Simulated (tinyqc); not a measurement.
# Transfer length from front and end resistance

Question. A contact of length d and width W has Rc = (Rsh Lt/W) coth(d/Lt) and Re = (Rsh Lt/W)/sinh(d/Lt), with Rsh the sheet resistance under the metal and Lt = sqrt(rc/Rsh). Find Lt, Rsh and rc.

Values chosen for this exercise: contact length d = 1.5 um; contact width W = 58 um.

Rc = 4.4017830 ohm
Re = 4.0072702 ohm

Answer. Rc/Re = cosh(d/Lt) gives Lt, and Re then gives Rsh.

Lt = 3.408 um
Rsh = 31.00 ohm/sq
rc = 3.600e-6 ohm cm^2

Program tinyqc, `OMP_NUM_THREADS=1 python tinyqc.py 2760030 2760031 out.jsonl`; Intel Xeon 2.30GHz, shared host, one thread, about 0.01 s.
